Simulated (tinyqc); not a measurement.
X-ray reflectivity of a thin film on silicon: critical angles, Parratt recursion, fringes and roughness. From critical angle of the film back to film density rho. Computed by tinyqc, a small Python program. Command: `OMP_NUM_THREADS=1 python tinyqc.py 3120852 3120853 out.jsonl xrr inv`. One thread of a shared host (Intel(R) Xeon(R) Processor @ 2.30GHz), about 0.01 s of CPU time with the checks.

n = 1 - delta + i beta; the classical electron radius is r_e = 2.8179403e-6 nm. Layer 0 is vacuum, 1 the film, 2 the substrate.

Inputs (values chosen for the exercise, modelled on SiO2 on silicon, copper K-alpha radiation):
```
quantity                                        value    unit
wavelength lambda                             0.15406      nm
effective electrons per unit mass, film         0.503   mol/g
beta/delta, film                                0.013       -
substrate density                                2.33  g/cm^3
effective electrons per unit mass, substrate    0.507   mol/g
beta/delta, substrate                           0.023       -
```

Constants: N_A = 6.02214076e+23 1/mol.

Method. delta = r_e lambda^2 rho_e/(2 pi), rho_e = density x electrons per mass x N_A; critical angle sqrt(2 delta), q_c = 4 sqrt(pi r_e rho_e).

Problem. A run gave the result below. Find the film density rho, known to lie between 1.5 and 3.4 g/cm^3.

critical angle of the film = 0.2001881 degrees

Solution.

Each step takes the trial c = (a f_b - b f_a)/(f_b - f_a), f being the result less the target and a, b, c the logarithms of the listed values; c replaces end b, the old b replaces a if the sign of f changed, and otherwise f_a is halved.

Scan of the range:
```
film density rho (g/cm^3)  critical angle of the film (degrees)
1.50                                                   0.178200
1.72                                                   0.190821
1.97                                                   0.204219
2.26                                                   0.218734
2.59                                                   0.234160
2.97                                                   0.250750
3.40                                                   0.268289
```

False position (Illinois rule, in the logarithm of the input) inside the bracket:
```
step    end a    end b    trial  critical angle of the film (degrees)
1     1.72000  1.97000  1.89118                              0.200092
2     1.97000  1.89118  1.89298                              0.200187
3     1.97000  1.89298  1.89302                              0.200189
4     1.89298  1.89302  1.89300                              0.200188
```

Critical angle of the film rises at every point of a 13-point scan of the range (every second point is shown), so one value fits; it is bracketed by 1.72 and 1.97. The scan shows a pure power law with exponent 0.5000, so scaling from any one row also gives the answer directly. Answer: film density rho = 1.893 g/cm^3.
